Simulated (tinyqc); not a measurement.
# Bias-temperature instability, empirical power law with universal recovery: what changes with what

Threshold-voltage shift at the end of a stress: dV = A (V/V0)^g exp[-(Ea q/kB)(1/T - 1/T0)] (t/1 s)^n. After a delay tr the permanent share pp stays and the rest falls by r = 1/(1 + B (tr/t)^be). An empirical model: its parameters are fits, not properties.

Inputs (values chosen for the exercise):
```
symbol  value  unit                                  meaning
V0        1.7     V                 reference stress voltage
T0        373     K                    reference temperature
A          17    mV             shift after 1 s at V0 and T0
n        0.18                                  time exponent
g           5                               voltage exponent
Ea       0.12    eV  apparent activation energy of the shift
pp       0.37                                permanent share
B         3.4                                 recovery scale
be       0.16                            recovery dispersion
V        0.74     V                              use voltage
T         398     K                          use temperature
dc         30    mV                        failure criterion
ts       1000     s                              stress time
```

Constants: q = 1.602176634e-19 C, kB = 1.380649e-23 J/K. Results are converted to the units shown.

Each table varies one quantity; the others keep the values above.

## Recovery after a stress

At V0 and T0 after the stress time ts.

Result of one run:
```
tr (s),tr/ts,share left,shift (mV)
2.3,0.002300,0.6455,38.05
```

What becomes of these results when the delay before the measurement tr is changed from 2.3 to 0.16 s, all else the same?

Result of the changed run:
```
tr (s),tr/ts,share left,shift (mV)
0.16,1.600e-4,0.7124,42.00
```

The whole series:
```
tr (s),tr/ts,share left,shift (mV)
0.00082,8.200e-7,0.8328,49.09
0.012,1.200e-5,0.7752,45.69
0.16,1.600e-4,0.7124,42.00
2.3,0.002300,0.6455,38.05
33,0.03300,0.5821,34.31
460,0.4600,0.5274,31.09
6500,6.500,0.4828,28.46
92000,92.00,0.4487,26.45
```

The shift falls from 49.1 to 26.4 mV over 8.0 decades of time, towards the permanent 21.8 mV. Half of the recoverable part is gone at tr/ts = B^(-1/be) = 4.77e-4.

## Lifetime against voltage

Same model as above.

The lifetime solves dV = dc; ten years are 3.15576e8 s.

Lifetime against voltage:
```
V (V),shift after ten years (mV),lifetime (years)
0.6,3.9870,7.4014e5
0.76,13.000,1041.3
0.91,31.996,6.9918
1.07,71.913,0.077738
1.23,144.35,0.0016199
1.39,266.05,5.4227e-5
1.54,444.11,3.1473e-6
1.7,728.00,2.0206e-7
```

The shift goes as V^5 and the lifetime as V^(-27.8): 5 % more voltage adds 27.6 % to the shift and divides the lifetime by 3.88. 2 of the 8 rows pass ten years. For V = 0.6, 0.76 the lifetime is a formal extrapolation far beyond any test.

## Effect of the time exponent at a fixed measured point

Same model as above.

A is rescaled so that the shift at ts, V0 and T0 stays the same.

Results:
```
nx,A (mV),shift after ten years (mV),lifetime (years)
0.1,29.543,4.1316,4.0741e9
0.125,24.857,5.6702,6.1405e6
0.15,20.915,7.7817,80720
0.175,17.597,10.680,3658.1
0.225,12.458,20.114,59.105
0.25,10.482,27.605,13.949
0.275,8.8196,37.885,4.2804
0.3,7.4208,51.992,1.5993
```

Estimate the missing row, nx = 0.2.

Computed row:
```
nx,A (mV),shift after ten years (mV),lifetime (years)
0.2,14.806,14.656,359.30
```

With this row back in the table: The ten-year shift rises from 4.13 to 52.0 mV and the lifetime falls from 4.07e9 to 1.60 years: an error of 0.025 in the exponent changes the shift by a factor of 1.37 over the 5.50 decades from ts to ten years. For nx = 0.1, 0.125, 0.15, 0.175 the lifetime is a formal extrapolation far beyond any test.

Program tinyqc, `OMP_NUM_THREADS=1 python tinyqc.py 2070066 2070067 out.jsonl`; Intel Xeon 2.30GHz, shared host, one thread, about 0.01 s.
